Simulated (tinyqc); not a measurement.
# Weak link from the transmission

Inverse problem. An infinite chain has hopping -t with t = 1 eV and site energy 0; E = -2 t cos(k) with E = 0.11 eV. One bond has the hopping -y t with 0 < y < 1, so T(E) = 4 y^2 sin^2 k/[(1 - y^2)^2 + 4 y^2 sin^2 k]. Find y and the hopping y t.

T(E) = 0.50910006

Answer. With b = |sin k| sqrt(1/T(E) - 1), (1 - y^2)/(2 y) = b, whose root below 1 is sqrt(b^2 + 1) - b.

y = 0.4200
y t = 0.4200 eV

Numbers from tinyqc (`OMP_NUM_THREADS=1 python tinyqc.py 2660033 2660034 out.jsonl`; about 0.01 s on one thread of a shared Intel Xeon 2.30GHz).
